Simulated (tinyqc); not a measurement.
Exact and approximate size effects: heat flow across a film from the phonon Boltzmann equation in the relaxation-time approximation. Computed by tinyqc, a small Python program. Command: `OMP_NUM_THREADS=1 python tinyqc.py 3008061 3008062 out.jsonl slabbte walk`. One thread of a shared host (Intel(R) Xeon(R) Processor @ 2.30GHz), about 0.01 s of CPU time with the checks.

Two black walls, hot at x = 0 and cold at x = L, emit phonons isotropically. For one free path Lambda, with tau = x/Lambda, tau_L = L/Lambda and phi = (T - T_cold)/Delta T, energy balance gives phi(tau) = (1/2) [E2(tau) + int_0^tau_L phi(s) E1(|tau - s|) ds]; E_n are the exponential integrals. The flux over the ballistic flux C v Delta T/4 is psi = 1 - 2 int_0^tau_L phi(s) E2(s) ds, and kappa_eff/kappa = (3/4) tau_L psi. kappa = C v Lambda/3 is an input, so at fixed kappa a longer free path means a smaller C v.

Inputs (values chosen for the exercise, modelled on silicon carbide): free path Lambda_1 = 150 nm; free path Lambda_2 = 1700 nm; share f_2 of kappa = 0.4.

Free-path groups: two.

Method:
- Cut the film into n equal cells with constant phi, collocated at the centres c_i: the kernel integrates to A_ij = |E2(|c_i - e_j|) - E2(|c_i - e_(j+1)|)|/2 for cell edges e_j, and A_ii = 1 - E2(half a cell); solve (1 - A) phi = E2(c)/2; psi = 1 - 2 sum_j phi_j [E3(e_j) - E3(e_(j+1))].
- Each group is solved on its own with 150 and 300 cells, psi = (4 psi(300) - psi(150))/3, and weighted by its share of kappa (f_1 is what the others leave); exchange of energy between groups inside the film is left out.
- Two-flux: kappa_eff/kappa = sum f_i/(1 + 4 Lambda_i/(3 L)). Matthiessen with the thickness: sum f_i/(1 + Lambda_i/L). Ballistic limit: sum f_i 3 L/(4 Lambda_i).

Kappa_eff/kappa:
```
L (nm)  Boltzmann  two-flux  Matthiessen  ballistic limit
4.5      0.013914  0.013995     0.018532         0.014294
15       0.043831  0.044490     0.058044         0.047647
38       0.099861   0.10239      0.13002          0.12071
90        0.19530   0.20148      0.24511          0.28588
220       0.34009   0.34967      0.40259          0.69882
600       0.52401   0.53372      0.58435           1.9059
1500      0.67955   0.68870      0.73295           4.7647
3800      0.81296   0.82055      0.85358           12.071
```

The two-flux formula lies above the Boltzmann result by at most about 3.2 % (at L = 90 nm); the Matthiessen form is high by up to 33 %, since it misses the factor 3/4 of the ballistic limit. The thinnest film reaches 97 % of that limit, and the thickest, 25 Lambda_1, only 81 % of the bulk value: the long free paths keep the size effect alive far beyond Lambda_1. Rows below about 10 nm are near the phonon wavelength, where a particle picture fails.
